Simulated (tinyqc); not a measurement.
CIS on RHF in the cc-pvdz basis, for He, spin multiplicity 1, step by step. One step of it, computed by the program tinyqc.

Task: CIS matrix, triplets. A(ia,jb) = (e_a - e_i) d_ij d_ab - (ij|ab).

orbital energies (hartree): MO1 -0.914148, MO2 1.397442, MO3 2.524372, MO4 2.524372, MO5 2.524372

Two-electron integrals over orbitals (pq|rs), unique and non-zero (hartree):
```
(11|11) 1.026865    (21|11) -0.316447   (21|21) 0.227505    (22|11) 0.857592
(22|21) -0.255195   (22|22) 0.765495    (31|31) 0.183149    (32|31) -0.025386
(32|32) 0.028529    (33|11) 0.961262    (33|21) -0.230485   (33|22) 0.774953
(33|33) 1.040531    (41|41) 0.183149    (42|41) -0.025386   (42|42) 0.028529
(43|43) 0.063706    (44|11) 0.961262    (44|21) -0.230485   (44|22) 0.774953
(44|33) 0.913119    (44|44) 1.040531    (51|51) 0.183149    (52|51) -0.025386
(52|52) 0.028529    (53|53) 0.063706    (54|54) 0.063706    (55|11) 0.961262
(55|21) -0.230485   (55|22) 0.774953    (55|33) 0.913119    (55|44) 0.913119
(55|55) 1.040531
```

Give: CIS matrix A, triplet.

Result:

CIS matrix A, triplet (hartree):
```
       1>2    1>3    1>4    1>5
1>2  1.454  0.000  0.000  0.000
1>3  0.000  2.477  0.000  0.000
1>4  0.000  0.000  2.477  0.000
1>5  0.000  0.000  0.000  2.477
```
